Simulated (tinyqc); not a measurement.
What each parameter does: eight-band Kane k.p model.

Eight-band Kane model, basis S, X, Y, Z times spin, zero of energy at the top of the unstrained valence band, c = hbar^2/2m0. Within each spin: H_SS = Eg + A c k^2, H_SX = i P kx (likewise Y, Z), H_XX = -Dso/3 + L kx^2 + M (ky^2 + kz^2), H_XY = N kx ky, and cyclic. Spin-orbit term (Dso/3) L.sigma on X, Y, Z with (L_k)_ij = -i epsilon_kij: <X+|H|Y+> = -i Dso/3, <X+|H|Z-> = Dso/3, <Y+|H|Z-> = -i Dso/3, <Z+|H|X-> = -Dso/3, <Z+|H|Y-> = i Dso/3, <X-|H|Y-> = i Dso/3, and their conjugates; + and - are the spin along z. Terms from inversion asymmetry are left out, so every level is twofold.

P = sqrt(Ep c); A = 1/me - Ep (Eg + 2 Dso/3)/(Eg (Eg + Dso)) keeps the electron mass; g1' = g1 - Ep/(3 Eg), g2' = g2 - Ep/(6 Eg), g3' = g3 - Ep/(6 Eg) remove the coupling to S that the Luttinger values already hold; L = -c (g1' + 4 g2'), M = -c (g1' - 2 g2'), N = -6 c g3'.

Constants: hbar^2/2m0 = 3.80998211 eV angstrom^2.

Parameters, chosen for this exercise (near those of InAs; shifted at random, so the results belong to these values and not to a real crystal): Eg = 0.415 eV (gap at Gamma to the s-like level); Dso = 0.388 eV (spin-orbit splitting); Ep = 21.3 eV (Kane energy); me = 0.0262 m0 (electron mass at Gamma); g1 = 19.99 (Luttinger gamma1); g2 = 8.49 (gamma2); g3 = 9.22 (gamma3); kmax = 0.05 1/angstrom (end of the path).

Unstrained; levels at |k| = kmax along [001], all derived values formed anew.

One parameter was then changed.

Results before and after:
```
case     conduction (eV)  heavy hole (eV)  light hole (eV)  split-off (eV)
base              0.6371          -0.0287          -0.1868         -0.5235
changed           0.6358          -0.0287          -0.1803         -0.4942
```

Which of these changes was made? (a) g1 = 21.989; (b) g2 = 7.641; (c) g3 = 8.298; (d) Dso = 0.3492 eV; (e) Eg = 0.4565 eV; (f) me = 0.0236 m0; (g) Ep = 23.43 eV.

Answer: (d) Dso = 0.3492 eV. Of the candidates, run in turn, only this one gives the changed row.

All candidates:
```
case             conduction (eV)  heavy hole (eV)  light hole (eV)  split-off (eV)
base                      0.6371          -0.0287          -0.1868         -0.5235
Eg = 0.4565 eV            0.6831          -0.0287          -0.1870         -0.5385
Dso = 0.3492 eV           0.6358          -0.0287          -0.1803         -0.4942
Ep = 23.43 eV             0.6414          -0.0287          -0.1906         -0.5162
me = 0.0236 m0            0.6666          -0.0287          -0.1816         -0.5182
g1 = 21.989               0.6320          -0.0477          -0.2034         -0.5399
g2 = 7.641                0.6455          -0.0448          -0.1901         -0.5124
g3 = 8.298                0.6371          -0.0287          -0.1868         -0.5235
```

Computed by tinyqc, a small Python program: `OMP_NUM_THREADS=1 python tinyqc.py 1050591 1050592 out.jsonl` (the numbers bound the seed that draws the inputs); one thread of a shared host (Intel(R) Xeon(R) Processor @ 2.30GHz), about 0.01 s for the whole set of steps.
